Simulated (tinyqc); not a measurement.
Plane-wave Kohn-Sham cycle with exchange-only LDA in a layered model solid, step by step. One step of it, computed by the program tinyqc.

Question. Iteration 1: Hamiltonian at one k. H(m,m') = (k + G_m)^2/2 delta + V(G_m - G_m'), with V(-G) = V(G).

A solid whose potential varies along x alone (atomic units):
```
parameter,value
period a,11.200000
cross-section of the cell,9.000000
electrons per cell,2
grid points,16
"plane waves -n..n, n",3
k points,4
V1 in V1 cos(2 pi x/a),-0.470000
V2 in V2 cos(4 pi x/a),-0.030000
```

V(G_m), m = 0, 1, 2, ... (hartree): -0.266592  -0.235000  -0.015000  0.000000  0.000000  0.000000  0.000000

k = 0.125000 2 pi / a

Give: H.

Answer.

H (hartree):
```
,-3,-2,-1,+0,+1,+2,+3
-3,1.0341,-0.2350,-0.0150,0.0000,0.0000,0.0000,0.0000
-2,-0.2350,0.2866,-0.2350,-0.0150,0.0000,0.0000,0.0000
-1,-0.0150,-0.2350,-0.1461,-0.2350,-0.0150,0.0000,0.0000
+0,0.0000,-0.0150,-0.2350,-0.2641,-0.2350,-0.0150,0.0000
+1,0.0000,0.0000,-0.0150,-0.2350,-0.0674,-0.2350,-0.0150
+2,0.0000,0.0000,0.0000,-0.0150,-0.2350,0.4440,-0.2350
+3,0.0000,0.0000,0.0000,0.0000,-0.0150,-0.2350,1.2701
```
